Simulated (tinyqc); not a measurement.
Inside a calculation. Model: silicon n-p-n transistor, Gummel numbers and transit times.

tinyqc, about 0.01 s, one thread, Intel Xeon 2.30GHz (shared host): `OMP_NUM_THREADS=1 python tinyqc.py 2320097 2320098 out.jsonl` Printed values are rounded.

One-dimensional n-p-n transistor in the forward active mode at low injection. In the base p(x) = NB exp(-eta x/wb) and ni(x)^2 = ni^2 exp((g0 + g1 x/wb)/Vt); electrons leave the base at vsat; band spikes at the emitter junction and recombination inside the emitter are ignored.

Values chosen for this exercise; band and dielectric values close to those of silicon: temperature T = 300 K; band gap Eg = 1.1 eV; relative permittivity eps_r = 11.9; conduction-band density of states at T Nc = 2.75e19 cm^-3; valence-band density of states at T Nv = 2.68e19 cm^-3; saturation velocity vsat = 1.01e7 cm/s; neutral base width wb = 230 nm; base doping at the emitter edge NB = 1.2e17 cm^-3; doping falls as exp(-eta x/wb) eta = 0; gap reduction at the emitter edge of the base g0 = 0 eV; further gap reduction across the base (linear) g1 = 0 eV; electron diffusion coefficient in the base Dn = 6.6 cm^2/s; emitter doping NE = 1.3e20 cm^-3; gap reduction in the emitter (negative: wider gap) gE = 0.114 eV; neutral emitter width we = 220 nm; hole diffusion coefficient in the emitter Dp = 2.5 cm^2/s; recombination velocity at the emitter contact Se = 1e7 cm/s; electron lifetime in the base tb = 1e-6 s; collector doping NC = 1.6e16 cm^-3; collector-base reverse bias VCB = 2 V.

Constants: q = 1.602176634e-19 C, kB = 1.380649e-23 J/K, Vt = kB T/q, eps0 = 8.8541878128e-14 F/cm where lengths are in cm. Results are converted to the units shown.

Range of the model: The collector doping exceeds a tenth of the base doping at that edge, so the collector layer reaches noticeably into the base. Heavy doping makes emitter or base degenerate; gE and g0 are to be read as apparent gap changes that include this.

## Base Gummel number and transit time

f(x) = p(x) ni^2/ni(x)^2; I(x) = integral from x to wb of f/Dn, plus f(wb)/vsat; base Gummel number GB = I(0); electron density per unit flux n/(J/q) = I/f; base transit time tauB = integral of I/f over the base. Trapezoid rule on 11 equal steps.

```
point	x (nm)	f (cm^-3)	I (s/cm^4)	I/f (s/cm)
0	0.000	1.2e17	4.30063e11	3.58386e-6
1	20.909	1.2e17	3.92046e11	3.26705e-6
2	41.818	1.2e17	3.54030e11	2.95025e-6
3	62.727	1.2e17	3.16013e11	2.63345e-6
4	83.636	1.2e17	2.77997e11	2.31664e-6
5	104.545	1.2e17	2.39980e11	1.99984e-6
6	125.455	1.2e17	2.01964e11	1.68303e-6
7	146.364	1.2e17	1.63947e11	1.36623e-6
8	167.273	1.2e17	1.25931e11	1.04942e-6
9	188.182	1.2e17	8.79142e10	7.32619e-7
10	209.091	1.2e17	4.98977e10	4.15814e-7
11	230.000	1.2e17	1.18812e10	9.90099e-8
```

GB = 4.30063e11 s/cm^4
tauB = 42.3530 ps

With 4000 steps GB = 4.301e11 s/cm^4 and tauB = 42.35 ps. A uniform base would give wb^2/(2 Dn) + wb/vsat = 42.4 ps.

## Gain, Early voltage and collector delay

ni = sqrt(Nc Nv) exp(-Eg/(2 Vt)), Eg in volts; GE = NE exp(-gE/Vt)(we/Dp + 1/Se); JC = J0 exp(VBE/Vt), J0 = q ni^2/GB; gain limited by back injection GE/GB, by base recombination tb/tauB, together 1/beta = the sum of the inverses; collector layer one-sided, Wc = sqrt(2 eps0 eps_r (Vbc + VCB)/(q NC)), Vbc = Vt ln(p(wb) NC/ni^2), Cjc = eps0 eps_r/Wc; Early voltage VA = GB q p(wb)/(f(wb) Cjc [1/Dn - (eta + g1/Vt)/(wb vsat)]), f(wb) = p(wb) exp(-(g0 + g1)/Vt), p(wb) = NB exp(-eta); tauC = Wc/(2 vsat).

ni = 1.56365e10 cm^-3
GE = 1.40675e13 s/cm^4
J0 = 9.10876e-11 A/cm^2
GE/GB = 32.7104
tb/tauB = 23611.1
beta = 32.6651
Wc = 476.979 nm
Cjc = 0.220901 fF/um^2
VA = 20.5868 V
tauC = 2.36128 ps

The gain is limited more by back injection into the emitter. beta VA = 672 V.
